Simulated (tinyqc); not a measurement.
# Threshold-voltage variability of a planar MOSFET, analytic estimates: several studies

Three independent sources add in quadrature: random dopants in the depleted layer, metal-gate grains of two orientations, and roughness of the two gate edges acting through the roll-off VT = VT(long) - Vr exp(-L/l). These are first-order estimates: no three-dimensional electrostatics, no percolation.

Values chosen for this exercise; material values close to those of silicon:
```
symbol    value   unit                                                 meaning
T           250      K                                             temperature
Eg         1.14     eV                                                band gap
eps_r      11.8                     relative permittivity of the semiconductor
Nc      2.15e19  cm^-3                  conduction-band density of states at T
Nv         2e19  cm^-3                     valence-band density of states at T
Na       2.1e18  cm^-3                                          channel doping
ti          1.6     nm                 oxide-equivalent thickness in inversion
L            32     nm                                             gate length
W            68     nm                                              gate width
G             7     nm                                        metal grain size
dW          0.2     eV  work-function difference of the two grain orientations
p           0.3               share of the orientation of higher work function
De          1.4     nm                          rms roughness of one gate edge
La           20     nm                     correlation length of the roughness
l           8.1     nm                  decay length of the threshold roll-off
Vr          2.3      V                               prefactor of the roll-off
```

Constants: q = 1.602176634e-19 C, kB = 1.380649e-23 J/K, Vt = kB T/q, eps0 = 8.8541878128e-14 F/cm where lengths are in cm. Results are converted to the units shown.

Each table varies one quantity; the others keep the values above.

## Effect of the gate length

ni = sqrt(Nc Nv) exp(-Eg/(2 Vt)), Eg in volts; Cox = 3.9 eps0/ti; Wd = sqrt(4 eps0 eps_r Vt ln(Na/ni)/(q Na)); dopants: s1 = (q/Cox) sqrt(Na Wd/(3 L W)). Grains: Ng = L W/G^2 (at least 1), s2 = dW sqrt(p (1 - p)/Ng). Edges, with exponential correlation and u = W/La: the mean gate length has sL^2 = 2 De^2 (2/u)[1 - (1 - exp(-u))/u]; s3 = sL (Vr/l) exp(-L/l). s = sqrt(s1^2 + s2^2 + s3^2). l and Vr are held fixed.

Results:
```
L (nm)  s1 (mV)  s2 (mV)  s3 (mV)  s (mV)  s sqrt(L W) (mV um)
19        27.56    17.85    34.94   47.94                1.723
23        25.05    16.22    21.32   36.68                1.450
28        22.70    14.70    11.50   29.39                1.282
40        18.99    12.30    2.614   22.78                1.188
49        17.16    11.11   0.8606   20.46                1.181
58        15.77    10.22   0.2833   18.79                1.180
70        14.36    9.299  0.06440   17.10                1.180
```

Estimate the missing row, L = 34 nm.

Computed row:
```
L (nm)  s1 (mV)  s2 (mV)  s3 (mV)  s (mV)  s sqrt(L W) (mV um)
34        20.60    13.34    5.484   25.15                1.209
```

With this row back in the table: As L goes from 19 to 70 nm, s falls from 47.9 to 17.1 mV. The largest source is the edges in the first row and the dopants in the last. The product s sqrt(L W) falls from 1.72 to 1.18 mV um: s1 and s2 go as 1/sqrt(L W), so the change comes from s3 alone. For L = 19 to 23 nm the depletion depth exceeds L, so source and drain share much of the charge and s1 is rough.

## Effect of the gate width

Same model as above.

l and Vr are held fixed.

Result of one run:
```
W (nm)  s1 (mV)  s2 (mV)  s3 (mV)  s (mV)  s sqrt(L W) (mV um)
37        28.79    18.64    8.300   35.29                1.214
```

What becomes of these results when the gate width W is changed from 37 to 680 nm, all else the same?

Result of the changed run:
```
W (nm)  s1 (mV)  s2 (mV)  s3 (mV)  s (mV)  s sqrt(L W) (mV um)
680       6.715    4.349    2.585   8.407                1.240
```

The whole series:
```
W (nm)  s1 (mV)  s2 (mV)  s3 (mV)  s (mV)  s sqrt(L W) (mV um)
23        36.51    23.65    9.088   44.44                1.206
37        28.79    18.64    8.300   35.29                1.214
60        22.60    14.64    7.301   27.90                1.223
97        17.78    11.52    6.196   22.07                1.230
160       13.84    8.966    5.060   17.25                1.234
260       10.86    7.034    4.077   13.56                1.237
420       8.544    5.534    3.258   10.69                1.239
680       6.715    4.349    2.585   8.407                1.240
```

As W goes from 23 to 680 nm, s falls from 44.4 to 8.41 mV. The dopants are the largest source in the first and the last row. The product s sqrt(L W) rises from 1.21 to 1.24 mV um: s1 and s2 go as 1/sqrt(L W), so the change comes from s3 alone.

## Effect of the correlation length of the roughness

Same model as above.

l and Vr are held fixed.

The same in every row: s1 (mV) = 21.233; s2 (mV) = 13.753.

Result of one run:
```
La (nm)  s3 (mV)  s (mV)  s sqrt(L W) (mV um)
2         2.5849  25.430               1.1863
```

What becomes of these results when the correlation length of the roughness La is changed from 2 to 5 nm, all else the same?

Result of the changed run:
```
La (nm)  s3 (mV)  s (mV)  s sqrt(L W) (mV um)
5         3.9932  25.612               1.1947
```

The whole series:
```
La (nm)  s3 (mV)  s (mV)  s sqrt(L W) (mV um)
2         2.5849  25.430               1.1863
5         3.9932  25.612               1.1947
10        5.4190  25.872               1.2069
20        7.0193  26.254               1.2247
40        8.4552  26.674               1.2443
80        9.4802  27.016               1.2602
160       10.103  27.241               1.2707
```

As La goes from 2 to 160 nm, s rises from 25.4 to 27.2 mV. The dopants are the largest source in the first and the last row. The edge term s3 rises from 2.58 to 10.1 mV: a longer correlation averages out less along the width.

tinyqc, about 0.01 s, one thread, Intel Xeon 2.30GHz (shared host): `OMP_NUM_THREADS=1 python tinyqc.py 2090093 2090094 out.jsonl`
